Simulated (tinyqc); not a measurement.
Spin curve: spin coating of a resist or spin-on film: centrifugal thinning, evaporation and the final thickness (Emslie and Meyerhofer models). Computed by tinyqc, a small Python program. Command: `OMP_NUM_THREADS=1 python tinyqc.py 3113417 3113418 out.jsonl spincoat walk`. One thread of a shared host (Intel(R) Xeon(R) Processor @ 2.30GHz), about 0.09 s of CPU time with the checks.

A Newtonian film stays uniform over the wafer; solvent and solids have the same density and the concentration is uniform through the thickness.

Inputs (values chosen for the exercise, of the order of those of a polymer resist in an ester solvent):
```
quantity,value,unit
solids volume fraction c0,0.35,-
kinematic viscosity of the solvent nu_s,1.5,mm^2/s
viscosity constant k,1000,mm^2/s
viscosity exponent gamma,3.2,-
spin speed f,2500,rpm
evaporation rate at 1000 rpm e0,0.056,micrometre/s
starting thickness h0,600,micrometre
wafer radius R,50,mm
```

Method:
- omega = 2 pi f/60; nu(c) = nu_s + k c^gamma; evaporation rate e = e0 sqrt(f/1000 rpm).
- Flow constant K = 2 omega^2/(3 nu(c0)); Reynolds number of the air omega R^2/nu_air with nu_air = 15 mm^2/s.
- Meyerhofer estimate: flow rules until (1 - c0) K h^3 = e, then evaporation alone: h_w = (e/((1 - c0) K))^(1/3), dry film c0 h_w.
- Full model for solids s and liquid l per area, h = s + l, c = s/h: ds/dt = -c Q, dl/dt = -(1 - c) Q - e, Q = 2 omega^2 h^3/(3 nu(c)); integrated adaptively (relative tolerance 1e-9) until l = 0.

dry film, estimate = 1667.21 nm

Dry film against speed:
```
f (rpm),full model (nm),estimate (nm),time to dry (s)
500,4096.0,3728.0,224.68
1000,2896.3,2636.1,112.35
1500,2364.8,2152.4,74.90
2000,2048.0,1864.0,56.18
3000,1672.2,1521.9,37.45
4000,1448.1,1318.0,28.09
6000,1182.4,1076.2,18.73
```

What follows from these numbers?

The full thickness goes as f^-0.500; the estimate as (e/omega^2)^(1/3) = f^(-1/2). The time to dry goes as f^-1.00. A thickness window of 1 % allows a speed error of about 2 %.
